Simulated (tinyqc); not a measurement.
Band offset from the macroscopic average of a supercell potential: one step. Running means. Five cases, with inputs chosen for the exercise.

Question. Apply the first mean, then the second.

Running mean over n points, periodic: for odd n the plain mean of the n points centred on j; for even n the n + 1 points with half weight at both ends. The macroscopic average applies the mean over n1 points and then over n2 points.

Give: after the mean over n1 points; macroscopic average.

Case 1.

Values chosen (out of a larger set: gaps near those of Si and GaP; not measured data): n1 = 7 (grid points per period of A); n2 = 6 (grid points per period of B).

V(z_j) (eV): -5.07250  -8.96531  -12.55081  -14.67998  -14.76733  -12.78134  -9.45887  -7.68993  -9.46206  -12.80257  -14.84027  -14.84029  -12.80263  -9.46207  -7.69000  -9.46207  -12.80263  -14.84030  -14.84030  -12.80263  -9.46207  -7.69000  -9.46207  -12.80263  -14.84029  -14.84028  -12.80259  -9.46199  -7.68934  -9.45768  -12.78564  -14.79514  -14.72401  -12.40034  -7.94013  -3.76500  -3.97694  -7.57729  -9.39629  -7.22017  -2.47199  0.15561  -2.45566  -7.17508  -9.28003  -7.17502  -2.45501  0.16000  -2.45500  -7.17500  -9.28000  -7.17500  -2.45500  0.16000  -2.45501  -7.17501  -9.27998  -7.17508  -2.45631  0.15316  -2.47534  -7.20816  -9.28381  -7.21181  -3.97694

Answer.

after the mean over n1 points (eV): -8.820  -9.604  -10.399  -11.182  -11.556  -11.627  -11.663  -11.686  -11.696  -11.700  -11.700  -11.700  -11.700  -11.700  -11.700  -11.700  -11.700  -11.700  -11.700  -11.700  -11.700  -11.700  -11.700  -11.700  -11.700  -11.700  -11.699  -11.697  -11.690  -11.674  -11.616  -11.399  -10.838  -10.055  -9.311  -8.540  -7.468  -6.050  -4.893  -4.706  -5.163  -5.406  -5.089  -4.408  -4.032  -4.405  -5.079  -5.380  -5.079  -4.405  -4.031  -4.405  -5.079  -5.380  -5.079  -4.405  -4.033  -4.409  -5.088  -5.389  -5.094  -4.637  -5.011  -6.313  -7.753

macroscopic average (eV): -8.498  -9.449  -10.209  -10.768  -11.179  -11.460  -11.612  -11.667  -11.685  -11.694  -11.698  -11.700  -11.700  -11.700  -11.700  -11.700  -11.700  -11.700  -11.700  -11.700  -11.700  -11.700  -11.700  -11.700  -11.700  -11.699  -11.696  -11.686  -11.654  -11.557  -11.349  -11.014  -10.554  -9.948  -9.156  -8.215  -7.274  -6.482  -5.876  -5.416  -5.081  -4.873  -4.776  -4.744  -4.734  -4.731  -4.730  -4.730  -4.730  -4.730  -4.730  -4.730  -4.730  -4.730  -4.731  -4.732  -4.733  -4.735  -4.756  -4.857  -5.097  -5.477  -5.985  -6.647  -7.503

Around the middle of B the first mean varies by 1048 meV over five points and the second by 0 meV: one window removes only the period it matches.

Case 2.

Values chosen (out of a larger set: gaps near those of Si and GaP; not measured data): n1 = 6 (grid points per period of A); n2 = 6 (grid points per period of B).

V(z_j) (eV): -5.02525  -4.60394  -7.90004  -10.55306  -7.76447  -3.63023  -2.28346  -3.62787  -7.75746  -10.54210  -7.75675  -3.62640  -2.28105  -3.62570  -7.75535  -10.54000  -7.75465  -3.62430  -2.27895  -3.62360  -7.75325  -10.53790  -7.75256  -3.62227  -2.27716  -3.62323  -7.75677  -10.54466  -7.89094  -4.59414  -5.01475  -8.58115  -11.39513  -11.70720  -11.53088  -9.55521  -7.75706  -9.55775  -11.53824  -11.71869  -11.53912  -9.55956  -7.76000  -9.56044  -11.54087  -11.72131  -11.54174  -9.56212  -7.76231  -9.56133  -11.53788  -11.71507  -11.40388  -8.59078

Answer.

after the mean over n1 points (eV): -8.110  -7.710  -6.993  -6.351  -6.041  -5.948  -5.935  -5.934  -5.933  -5.932  -5.932  -5.931  -5.931  -5.931  -5.930  -5.930  -5.930  -5.929  -5.929  -5.929  -5.928  -5.928  -5.928  -5.928  -5.929  -5.941  -6.033  -6.343  -6.984  -7.700  -8.100  -8.501  -9.217  -9.859  -10.169  -10.262  -10.275  -10.277  -10.278  -10.279  -10.279  -10.280  -10.280  -10.280  -10.281  -10.281  -10.282  -10.281  -10.281  -10.269  -10.176  -9.867  -9.226  -8.510

macroscopic average (eV): -8.109  -7.551  -7.072  -6.678  -6.348  -6.112  -5.989  -5.945  -5.934  -5.932  -5.932  -5.931  -5.931  -5.931  -5.930  -5.930  -5.930  -5.929  -5.929  -5.929  -5.928  -5.928  -5.929  -5.939  -5.982  -6.105  -6.341  -6.669  -7.064  -7.542  -8.101  -8.659  -9.138  -9.533  -9.862  -10.098  -10.222  -10.266  -10.277  -10.278  -10.279  -10.280  -10.280  -10.280  -10.281  -10.281  -10.280  -10.270  -10.227  -10.105  -9.869  -9.540  -9.146  -8.668

Around the middle of B the first mean varies by 2 meV over five points and the second by 2 meV.

Case 3.

Values chosen (out of a larger set: gaps near those of Si and Ge; not measured data): n1 = 6 (grid points per period of A); n2 = 5 (grid points per period of B).

V(z_j) (eV): -7.75000  -9.38504  -13.67829  -16.22736  -13.72317  -9.53491  -7.86000  -9.53500  -13.72500  -16.24000  -13.72500  -9.53500  -7.86000  -9.53500  -13.72500  -16.24000  -13.72500  -9.53500  -7.86000  -9.53500  -13.72500  -16.24000  -13.72500  -9.53500  -7.86000  -9.53491  -13.72317  -16.22736  -13.67829  -9.38504  -7.75000  -8.42696  -11.17470  -11.14063  -8.27883  -7.64009  -8.27700  -11.12799  -11.12799  -8.27701  -7.64000  -8.27701  -11.12799  -11.12799  -8.27701  -7.64000  -8.27701  -11.12799  -11.12799  -8.27701  -7.64028  -8.27968  -11.13441  -11.09934  -8.22730

Answer.

after the mean over n1 points (eV): -10.637  -11.280  -11.607  -11.726  -11.747  -11.764  -11.769  -11.770  -11.770  -11.770  -11.770  -11.770  -11.770  -11.770  -11.770  -11.770  -11.770  -11.770  -11.770  -11.770  -11.770  -11.770  -11.770  -11.770  -11.769  -11.764  -11.747  -11.726  -11.624  -11.319  -10.683  -9.809  -9.214  -9.112  -9.381  -9.603  -9.360  -9.068  -9.068  -9.359  -9.596  -9.359  -9.068  -9.068  -9.359  -9.596  -9.359  -9.068  -9.068  -9.360  -9.596  -9.351  -9.066  -9.167  -9.763

macroscopic average (eV): -10.491  -11.002  -11.399  -11.625  -11.723  -11.755  -11.764  -11.768  -11.770  -11.770  -11.770  -11.770  -11.770  -11.770  -11.770  -11.770  -11.770  -11.770  -11.770  -11.770  -11.770  -11.770  -11.770  -11.768  -11.764  -11.755  -11.726  -11.636  -11.420  -11.032  -10.530  -10.028  -9.640  -9.424  -9.334  -9.305  -9.296  -9.292  -9.290  -9.290  -9.290  -9.290  -9.290  -9.290  -9.290  -9.290  -9.290  -9.290  -9.290  -9.289  -9.288  -9.308  -9.388  -9.597  -9.982

Around the middle of B the first mean varies by 528 meV over five points and the second by 0 meV: one window removes only the period it matches.

Case 4.

Values chosen (out of a larger set: gaps near those of GaN and AlN; not measured data): n1 = 5 (grid points per period of A); n2 = 7 (grid points per period of B).

V(z_j) (eV): -3.66964  -6.81729  -7.69297  -7.47023  -6.70500  -4.20277  -6.68377  -7.31922  -7.32299  -6.69747  -4.21056  -6.69701  -7.32162  -7.31761  -6.68813  -4.22964  -6.76403  -7.47023  -7.30175  -5.73746  -2.79000  -4.08877  -7.16569  -10.27915  -10.35925  -7.12476  -3.13810  -1.37542  -3.13068  -7.14434  -10.42604  -10.42626  -7.14440  -3.12929  -1.37000  -3.12928  -7.14440  -10.42633  -10.42633  -7.14440  -3.12928  -1.37000  -3.12929  -7.14440  -10.42626  -10.42604  -7.14434  -3.13068  -1.37542  -3.13810  -7.12476  -10.35925  -10.27915  -7.16569  -4.08877

Answer.

after the mean over n1 points (eV): -5.887  -5.948  -6.471  -6.578  -6.551  -6.476  -6.447  -6.445  -6.447  -6.449  -6.450  -6.449  -6.447  -6.451  -6.464  -6.494  -6.491  -6.301  -6.013  -5.478  -5.417  -6.012  -6.937  -7.804  -7.613  -6.455  -5.026  -4.383  -5.043  -6.501  -7.654  -7.654  -6.499  -5.040  -4.383  -5.040  -6.499  -7.654  -7.654  -6.499  -5.040  -4.383  -5.040  -6.499  -7.654  -7.654  -6.501  -5.043  -4.383  -5.026  -6.455  -7.613  -7.804  -7.113  -6.404

macroscopic average (eV): -6.600  -6.422  -6.331  -6.337  -6.417  -6.488  -6.485  -6.466  -6.452  -6.448  -6.448  -6.451  -6.458  -6.464  -6.442  -6.380  -6.242  -6.094  -6.029  -6.092  -6.280  -6.468  -6.531  -6.466  -6.318  -6.180  -6.118  -6.096  -6.102  -6.108  -6.111  -6.111  -6.110  -6.110  -6.110  -6.110  -6.110  -6.110  -6.110  -6.110  -6.110  -6.110  -6.110  -6.110  -6.111  -6.111  -6.108  -6.102  -6.096  -6.118  -6.205  -6.400  -6.614  -6.746  -6.748

Around the middle of B the first mean varies by 2614 meV over five points and the second by 0 meV: one window removes only the period it matches.

Case 5.

Values chosen (out of a larger set: gaps near those of GaAs and AlAs; not measured data): n1 = 5 (grid points per period of A); n2 = 5 (grid points per period of B).

V(z_j) (eV): -4.31000  -5.14037  -6.14695  -6.02414  -4.33828  -1.08065  -4.33466  -6.00045  -6.00044  -4.33457  -1.08000  -4.33457  -6.00044  -6.00045  -4.33466  -1.08065  -4.33828  -6.02414  -6.14695  -5.14037  -4.31000  -9.41904  -11.83364  -11.95645  -10.22113  -7.53935  -10.22475  -11.98014  -11.98015  -10.22484  -7.54000  -10.22484  -11.98016  -11.98016  -10.22484  -7.54000  -10.22484  -11.98015  -11.98014  -10.22475  -7.53935  -10.22113  -11.95645  -11.83364  -9.41904

Answer.

after the mean over n1 points (eV): -7.370  -6.208  -5.192  -4.546  -4.385  -4.356  -4.351  -4.350  -4.350  -4.350  -4.350  -4.350  -4.350  -4.350  -4.351  -4.356  -4.385  -4.546  -5.192  -6.208  -7.370  -8.532  -9.548  -10.194  -10.355  -10.384  -10.389  -10.390  -10.390  -10.390  -10.390  -10.390  -10.390  -10.390  -10.390  -10.390  -10.390  -10.390  -10.390  -10.389  -10.384  -10.355  -10.194  -9.548  -8.532

macroscopic average (eV): -7.370  -6.370  -5.540  -4.937  -4.566  -4.398  -4.358  -4.351  -4.350  -4.350  -4.350  -4.350  -4.350  -4.351  -4.358  -4.398  -4.566  -4.937  -5.540  -6.370  -7.370  -8.370  -9.200  -9.803  -10.174  -10.342  -10.382  -10.389  -10.390  -10.390  -10.390  -10.390  -10.390  -10.390  -10.390  -10.390  -10.390  -10.390  -10.389  -10.382  -10.342  -10.174  -9.803  -9.200  -8.370

Around the middle of B the first mean varies by 0 meV over five points and the second by 0 meV.

Computed by tinyqc, one run a case: `OMP_NUM_THREADS=1 python tinyqc.py N N+1 out.jsonl` with N = 1880412, 1880597, 1880842, 1881038, 1881221; one thread of a shared Intel(R) Xeon(R) Processor @ 2.30GHz, about 0.01 s a run at most.
